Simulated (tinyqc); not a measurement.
Grain growth, pinning, strength and diffusional creep of a polycrystal or thin film: one step, computed by the program tinyqc.

One mean grain size d describes the structure.

Task: Mobility and the sizes at which growth stops. M = M0 exp(-Q_m/(k_B T)). The driving pressure is 2 gamma/d. Zener pinning pressure 3 f gamma/(2 r) stops growth at d_Z = 4 r/(3 f). Grooves where boundaries meet the surface have the angle theta = arcsin(gamma/(2 gamma_s)) and are taken to stop growth at d_h = h/(2 theta), a few film thicknesses; the limit is 1/d_lim = 1/d_Z + 1/d_h.

Inputs (values chosen for the exercise, modelled on nickel):

| quantity | value | unit |
|---|---|---|
| boundary energy gamma | 0.83 | J/m^2 |
| mobility prefactor M0 | 5.8e-05 | m^4/(J s) |
| activation energy of boundary motion Q_m | 1.36 | eV |
| anneal temperature T | 484 | K |
| particle volume fraction f | 0.00038 | - |
| particle radius r | 11 | nm |
| film thickness h | 62 | nm |
| surface energy gamma_s | 2.1 | J/m^2 |

Sample: thin film on a substrate.

Constants: k_B = 8.617333262e-05 eV/K.

Give: mobility M; Zener size d_Z; groove angle theta; groove limit d_h; limit d_lim.

Result:

mobility M = 4.0001e-19 m^4/(J s)

Zener size d_Z = 38596 nm

groove angle theta = 0.19893 rad

groove limit d_h = 155.83 nm

limit d_lim = 155.21 nm

The grooves set the tighter limit.
